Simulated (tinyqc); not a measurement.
Worked calculation: Hubbard chain of 2 sites. One step of it, computed by the program tinyqc.

Question. The many-body Hamiltonian. Basis: all placements (u, d, 2, 0 on each site), up operators ordered before down ones; hops carry the sign of the same-spin electrons passed.

one-body matrix (hopping and site energies) (eV):
```
           1          2
1   0.000000  -1.790000
2  -1.790000   0.000000
```

U = 8.300000 eV

electrons, up and down: 1  1

Give: H.

Answer.

H (eV), lower triangle:
```
         20       ud       du      02
20   8.3000
ud  -1.7900   0.0000
du  -1.7900   0.0000   0.0000
02   0.0000  -1.7900  -1.7900  8.3000
```
